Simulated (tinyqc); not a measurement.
X-ray reflectivity of a thin film on silicon: critical angles, Parratt recursion, fringes and roughness: one step, computed by the program tinyqc. Command: `OMP_NUM_THREADS=1 python tinyqc.py 3120367 3120368 out.jsonl xrr walk`. One thread of a shared host (Intel(R) Xeon(R) Processor @ 2.30GHz), about 0.01 s of CPU time with the checks.

n = 1 - delta + i beta; the classical electron radius is r_e = 2.8179403e-6 nm. Layer 0 is vacuum, 1 the film, 2 the substrate.

Task: Optical constants. delta = r_e lambda^2 rho_e/(2 pi), rho_e = density x electrons per mass x N_A; critical angle sqrt(2 delta), q_c = 4 sqrt(pi r_e rho_e).

Inputs (values chosen for the exercise, modelled on TaN on silicon, copper K-alpha radiation): wavelength lambda = 0.15406 nm; film density rho = 13.9 g/cm^3; effective electrons per unit mass, film = 0.409 mol/g; beta/delta, film = 0.077; substrate density = 2.33 g/cm^3; effective electrons per unit mass, substrate = 0.507 mol/g; beta/delta, substrate = 0.023.

Constants: N_A = 6.02214076e+23 1/mol.

Give: the table «Constants» with the columns rho_e (1/nm^3), delta, beta, critical angle (degrees), q_c (1/nm), for layer = film, substrate.

Result:

Constants:
```
layer      rho_e (1/nm^3)      delta       beta  critical angle (degrees)  q_c (1/nm)
film                 3424  3.644e-05  2.806e-06                    0.4892      0.6964
substrate             711  7.573e-06  1.742e-07                    0.2230      0.3174
```
